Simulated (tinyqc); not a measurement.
Equilibrium and kinetic segregation of a solute to boundaries and growing surfaces: one step, computed by the program tinyqc. Command: `OMP_NUM_THREADS=1 python tinyqc.py 3001107 3001108 out.jsonl segreg walk`. One thread of a shared host (Intel(R) Xeon(R) Processor @ 2.30GHz), about 0.01 s of CPU time with the checks.

Task: How fast the boundary fills. McLean kinetics from a uniform start, fed from both sides, with a constant enrichment beta = theta_inf/x0: (theta - x0)/(theta_inf - x0) = 1 - exp(s^2) erfc(s), s = 2 sqrt(D t)/(beta delta); half filling at s = 0.7691, t = (0.7691 beta delta/2)^2/D. D is an input and does not follow T.

Inputs (values chosen for the exercise, for a model alloy):
```
quantity                    value   unit
total solute fraction x0   0.0007      -
temperature T                1250      K
boundary thickness delta     0.44     nm
bulk diffusivity D        6.8e-21  m^2/s
anneal time t                 3.4      s
```

coverage theta_inf = 0.2958123

Give: s; degree of filling; time to half filling; diffusion length sqrt(D t).

Result:

s = 0.001636

degree of filling = 0.001843

time to half filling = 7.519e+05 s

diffusion length sqrt(D t) = 0.1521 nm

Caution: half of theta_inf exceeds the equilibrium coverage of grains of this size, so half filling is never reached in them.
